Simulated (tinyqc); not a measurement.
# Thermal RC ladder, step response: time step and accuracy

A ladder of 3 nodes: R_i joins node i to node i + 1, the last R to the ambient; C_i is the heat capacity of node i; theta is the rise above ambient, zero at t = 0. d theta/dt = -A theta + b with b = (Pw/C_1, 0, ...), times in ms.

A = C^(-1) K, K_ii = 1/R_(i-1) + 1/R_i (no first term for node 1), K_(i,i+1) = K_(i+1,i) = -1/R_i. The time constants tau_k are the inverse eigenvalues of A; the rise of node 1 per watt is Z(t) = sum_k r_k (1 - exp(-t/tau_k)), with r_k = v_k1^2 tau_k/C_1 and v_k the unit eigenvectors of C^(-1/2) K C^(-1/2). Both schemes run from t = 0 to 0.77 ms in M equal steps dt: explicit, theta(new) = theta + dt (b - A theta); implicit, (1 + dt A) theta(new) = theta + dt b. Errors of node 1 are against Pw Z; tau_1 is the shortest time constant.

Values chosen for this exercise:

| symbol | value | unit | meaning |
|---|---|---|---|
| R | [0.99, 1.6, 0.27] | K/W | resistances, junction to ambient |
| C | [0.2, 6.4, 20] | mJ/K | heat capacities of the nodes |
| Pw | 2.1 | W | power at node 1 from t = 0 |

Time step and accuracy:
```
M    dt/tau_1  error, explicit (%)  error, implicit (%)
2       2.006               -89.61               -8.548
3       1.338                5.240               -5.565
4       1.003                1.733               -4.072
8      0.5016                1.339               -1.909
16     0.2508               0.7678              -0.9074
32     0.1254               0.4047              -0.4394
64    0.06270               0.2071              -0.2157
128   0.03135               0.1047              -0.1068
```

Read the table: what changes, and by how much?

With 2 steps the errors are -90 % (explicit) and -8.5 % (implicit), with 128 steps 0.10 and -0.11 %. The last doubling divides them by 2.0 and 2.0: both schemes are of first order, with errors of opposite sign. The explicit scheme is stable only for dt < 2 tau_1, and the first row, at 2.01, sits next to that limit, so its error does not follow the trend.

tinyqc, about 0.01 s, one thread, Intel Xeon 2.30GHz (shared host): `OMP_NUM_THREADS=1 python tinyqc.py 2520010 2520011 out.jsonl`
